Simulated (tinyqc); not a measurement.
# Resistance of a tapered via with liner, size effect and interface: what changes with what

A round via whose diameter grows from db at the bottom as D(z) = db + 2 z/tan(ang). The fill, of diameter D - 2 tl, starts above the bottom liner (thickness fb tl) and has rho = rho0 (1 + ks lam/(D - 2 tl)); the sidewall liner conducts in parallel with it. The bottom liner and the interface are crossed over the full area pi db^2/4. Spreading in the lines above and below is left out.

Inputs (values chosen for the exercise); fill metal close to tungsten:

| symbol | value | unit | meaning |
|---|---|---|---|
| db | 9.1 | nm | diameter at the bottom |
| hv | 23 | nm | height |
| ang | 88 | degrees | sidewall angle |
| rho0 | 5.15 | uohm cm | bulk resistivity of the fill |
| lam | 15.9 | nm | mean free path of the fill |
| ks | 1.2 |  | size-effect factor |
| tl | 1.8 | nm | liner on the sidewall |
| fb | 1 |  | liner at the bottom over that on the sidewall |
| rl | 260 | uohm cm | resistivity of the liner |
| ri | 5.1e-13 | ohm cm^2 | interface resistivity at the bottom |
| Sb | 9.1e14 | S/m^2 | ballistic conductance per area, about 3/(4 rho0 lam) |
| rho2 | 6.23 | uohm cm | bulk resistivity of the second fill (close to cobalt) |
| lam2 | 11.7 | nm | its mean free path |
| tl2 | 1 | nm | its liner |

Each table varies one quantity; the others keep the values above.

## Via resistance against the diameter at the bottom

Slices between z0 = fb tl and hv, evaluated at their midpoints: conductance per length pi/4 [(D - 2 tl)^2/rho + (D^2 - (D - 2 tl)^2)/rl], slice resistance = slice height over that. 2000 slices. R_fill = sum of the slices; R_bottom = rl fb tl/(pi db^2/4); R_interface = ri/(pi db^2/4); ballistic (Sharvin) limit 1/(Sb pi (db - 2 tl)^2/4); ideal cylinder rho0 hv/(pi db^2/4).

Via resistance against the diameter at the bottom:

| db (nm) | R_fill (ohm) | R_bottom (ohm) | R_interface (ohm) | R (ohm) | ballistic limit (ohm) | R over ideal cylinder | largest part |
|---|---|---|---|---|---|---|---|
| 6 | 639.93 | 165.52 | 1.8038 | 807.25 | 242.91 | 19.269 | fill |
| 8.3 | 177.14 | 86.497 | 0.94259 | 264.58 | 63.339 | 12.086 | fill |
| 11 | 63.712 | 49.246 | 0.53665 | 113.49 | 25.551 | 9.1058 | fill |
| 16 | 18.792 | 23.276 | 0.25365 | 42.322 | 9.0997 | 7.1839 | bottom liner |
| 22 | 7.3518 | 12.311 | 0.13416 | 19.797 | 4.1327 | 6.3535 | bottom liner |
| 30 | 3.1517 | 6.6208 | 0.072150 | 9.8447 | 2.0075 | 5.8749 | bottom liner |
| 42 | 1.3328 | 3.3780 | 0.036811 | 4.7476 | 0.94887 | 5.5530 | bottom liner |
| 58 | 0.61021 | 1.7713 | 0.019303 | 2.4008 | 0.47279 | 5.3552 | bottom liner |
| 80 | 0.28970 | 0.93106 | 0.010146 | 1.2309 | 0.23971 | 5.2235 | bottom liner |

R falls from 807 to 1.23 ohm. The fill is the largest part at db = 6, the bottom liner from 16 on. R goes as db^(-3.44) between the first two rows and db^(-2.08) between the last two; area alone gives -2. For db = 22, 30, 42, 58, 80 the ballistic limit exceeds half of R_fill, so the diffusive model understates R.

## Via resistance against the height

Same model as above.

2000 slices.

The same in every row: R_bottom (ohm) = 71.957; R_interface (ohm) = 0.78415; ballistic limit (ohm) = 46.253.

Results:

| hv (nm) | R_fill (ohm) | R (ohm) | R over ideal cylinder | largest part |
|---|---|---|---|---|
| 5.5 | 27.741 | 100.48 | 23.072 | bottom liner |
| 7.9 | 44.149 | 116.89 | 18.686 | bottom liner |
| 11 | 63.711 | 136.45 | 15.666 | bottom liner |
| 24 | 129.79 | 202.53 | 10.657 | fill |
| 35 | 171.04 | 243.78 | 8.7961 | fill |
| 50 | 213.12 | 285.86 | 7.2203 | fill |
| 73 | 257.68 | 330.42 | 5.7162 | fill |

Estimate the missing row, hv = 17 nm.

Computed row:

| hv (nm) | R_fill (ohm) | R (ohm) | R over ideal cylinder | largest part |
|---|---|---|---|---|
| 17 | 97.059 | 169.80 | 12.614 | fill |

With this row back in the table: R rises from 100 to 330 ohm. The bottom liner is the largest part at hv = 5.5, the fill from 17 on. The share of the two bottom terms goes from 72.4 to 22.0 %. For hv = 5.5, 7.9, 11 the ballistic limit exceeds half of R_fill, so the diffusive model understates R.

## Two fill metals against the diameter

2000 slices. R_fill = sum of the slices; R_bottom = rl fb tl/(pi db^2/4); R_interface = ri/(pi db^2/4). The second fill has rho2, lam2 and tl2 in place of rho0, lam and tl.

Two fill metals against the diameter:

| db (nm) | R, first fill (ohm) | R, second fill (ohm) | ratio second/first |
|---|---|---|---|
| 6 | 807.3 | 370.3 | 0.4588 |
| 8.5 | 245.2 | 138.8 | 0.5659 |
| 12 | 89.19 | 57.06 | 0.6397 |
| 17 | 36.46 | 24.69 | 0.6771 |
| 24 | 16.22 | 11.23 | 0.6925 |
| 35 | 7.028 | 4.904 | 0.6978 |
| 49 | 3.422 | 2.390 | 0.6983 |
| 70 | 1.623 | 1.132 | 0.6973 |
| 100 | 0.7778 | 0.5413 | 0.6960 |

What does the table show?

The ratio goes from 0.459 to 0.696. The second fill gives the lower R in every row.

Computed by the program tinyqc: `OMP_NUM_THREADS=1 python tinyqc.py 2750051 2750052 out.jsonl`, one thread of a shared Intel Xeon 2.30GHz, about 0.01 s for the whole run.
